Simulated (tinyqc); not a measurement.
Printed widths: electron-beam lithography: double-Gaussian proximity function, edge placement and dose correction for parallel lines. Computed by tinyqc, a small Python program. Command: `OMP_NUM_THREADS=1 python tinyqc.py 3113148 3113149 out.jsonl proximity walk`. One thread of a shared host (Intel(R) Xeon(R) Processor @ 2.30GHz), about 0.01 s of CPU time with the checks.

Lines are infinitely long. Absorbed energy is counted so that the middle of a very large area written at dose 1 receives 1; the resist develops where it exceeds 1/2.

Inputs (values chosen for the exercise, of the order of those for 20 keV electrons in resist on silicon): forward range alpha = 0.0084 micrometre; backscatter range beta = 2.4 micrometre; backscatter ratio eta = 1.1.

line widths (micrometre): 1.8  1.5  0.094  1.3  0.4

gaps between the lines (micrometre): 0.47  1  0.081  0.2

Method:
- The first line starts at x = 0; each next one starts after the width and the gap.
- f(r) = [exp(-r^2/alpha^2)/alpha^2 + eta exp(-r^2/beta^2)/beta^2]/(pi (1 + eta)). A line from a to b at dose d gives E(x) = d [S(alpha) + eta S(beta)]/(1 + eta), S(s) = [erf((b - x)/s) - erf((a - x)/s)]/2.
- M_ij is the mean of E at the two edges of line i from line j at dose 1.
- Uncorrected edge energies are M 1. Solve M d = 1/2 for the doses d that put the mean edge energy of every line at the threshold.
- Edges are the roots of E(x) = 1/2 between a line centre and the middle of the next gap. Three cases: dose 1 everywhere; one common dose equal to the mean of d; the corrected doses.

Lines (micrometre):
```
line  left edge  right edge  centre
1         0.000       1.800   0.900
2         2.270       3.770   3.020
3         4.770       4.864   4.817
4         4.945       6.245   5.595
5         6.445       6.845   6.645
```

corrected doses: 1 0.98496, 2 0.80389, 3 0.89052, 4 0.99774, 5 1.20748

Width error, printed less drawn (nm):
```
line  drawn width (nm)   dose 1  mean dose  corrected
1                 1800   1.5991     0.8195   0.005132
2                 1500   5.1501     4.3488   0.000165
3                   94   2.7094     1.9561   0.000027
4                 1300   0.4376    -0.3116   0.001763
5                  400  -3.4515    -4.2329   0.001332
```

What follows from these numbers?

With the common mean dose the errors span 8.6 nm. With corrected doses the largest error is below 0.01 nm.

Extremes, crossings and ranges named in words are read from the listed rows.
